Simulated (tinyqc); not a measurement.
Worked calculation: RKS/LDA (VWN5) in the 6-31g basis, for H3-, spin multiplicity 1. The basis has no diffuse functions, so it cannot describe the extra electron: this is an exercise in the method, not the real anion. Computed by tinyqc, a small Python program that keeps every step (integrals from PySCF). Settings: charge = -1, multiplicity = 1, basis = 6-31g, energy threshold = 1e-09, iteration cap = 60, orthogonalisation = symmetric, start = highest core orbitals, DIIS depth = 4, DIIS from iteration = 2, method = RKS, functional = lda,vwn, grid = [15, 14]. Command: `OMP_NUM_THREADS=1 python tinyqc.py 24406 24407 out.jsonl` (the two numbers bound the seeds that draw the settings). One thread of a shared host (Intel(R) Xeon(R) Processor @ 2.60GHz), about 1 s of CPU time with the checks.

Geometry (angstrom):
```
atom       x       y       z
H     0.0000  0.0000  0.0000
H     0.0000  0.0000  0.9000
H     0.0000  0.7790  0.4500
```

Stop when the energy changes by less than 1e-09 hartree and every element of the error matrix X^T (F D S - S D F) X is below 9e-06.

Course of the cycle:
```
iteration  E (hartree)     change  largest element of the error matrix
1             2.797149          -                             3.09e-01
2            -1.310563  -4.11e+00                             1.37e-01
3            -1.305717   4.85e-03                             8.49e-02
4            -1.318167  -1.25e-02                             7.65e-02
5            -1.325952  -7.78e-03                             5.20e-02
6            -1.310170   1.58e-02                             9.78e-02
7            -1.311275  -1.10e-03                             8.71e-02
8            -1.313837  -2.56e-03                             7.19e-02
9            -1.290679   2.32e-02                             1.29e-01
10           -1.290273   4.07e-04                             1.30e-01
11           -1.310416  -2.01e-02                             9.55e-02
12           -1.310717  -3.02e-04                             9.37e-02
13           -1.310552   1.66e-04                             9.47e-02
14           -1.316927  -6.37e-03                             8.04e-02
...                ...        ...                                  ...
47           -1.317775  -2.66e-03                             6.49e-02
48           -1.307447   1.03e-02                             1.01e-01
49           -1.312974  -5.53e-03                             8.60e-02
50           -1.317336  -4.36e-03                             6.47e-02
51           -1.313066   4.27e-03                             7.33e-02
52           -1.316607  -3.54e-03                             6.89e-02
53           -1.321784  -5.18e-03                             6.81e-02
54           -1.314879   6.91e-03                             7.45e-02
55           -1.315645  -7.67e-04                             7.23e-02
56           -1.313945   1.70e-03                             7.35e-02
57           -1.315379  -1.43e-03                             7.28e-02
58           -1.316242  -8.63e-04                             8.48e-02
59           -1.316177   6.55e-05                             6.89e-02
60           -1.317418  -1.24e-03                             6.58e-02
```

Can the last value be used, and what does the course show?

Not by the stop rule. Not converged within the cap of 60 iterations: the residual wanders without falling. Reruns (cap 100 unless said): DIIS 8: not converged; damping 0.5: not converged; level shift 0.5: converged in 13; atomic densities as start, DIIS 8: not converged; the original settings with a cap of 400: not converged. PySCF RKS in the same basis, fine grid = -1.307655 hartree, which differs from a converged run on this coarse grid by the grid error.
